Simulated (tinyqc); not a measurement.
Worked calculation: sp3 tight binding, zinc-blende lattice. One step of it, computed by the program tinyqc.

Question. Levels at X. Diagonalise the Hermitian matrix.

H(k) at X (eV):
```
                     a s                a px                 a py                 a pz
a s           -15.120000            0.000000             0.000000             0.000000
a px            0.000000           -7.540000             0.000000             0.000000
a py            0.000000            0.000000            -7.540000             0.000000
a pz            0.000000            0.000000             0.000000            -7.540000
c s             0.000000  0.000000+9.477130i             0.000000             0.000000
c px  0.000000-9.477130i            0.000000             0.000000             0.000000
c py            0.000000            0.000000             0.000000  0.000000-10.981779i
c pz            0.000000            0.000000  0.000000-10.981779i             0.000000

                     c s                c px                 c py                 c pz
a s             0.000000  0.000000+9.477130i             0.000000             0.000000
a px  0.000000-9.477130i            0.000000             0.000000             0.000000
a py            0.000000            0.000000             0.000000  0.000000+10.981779i
a pz            0.000000            0.000000  0.000000+10.981779i             0.000000
c s           -11.090000            0.000000             0.000000             0.000000
c px            0.000000           -5.440000             0.000000             0.000000
c py            0.000000            0.000000            -5.440000             0.000000
c pz            0.000000            0.000000             0.000000            -5.440000
```

Give: eigenvalues.

Answer.

eigenvalues (eV): -20.9215  -18.9569  -17.5219  -17.5219  0.3269  0.3615  4.5419  4.5419
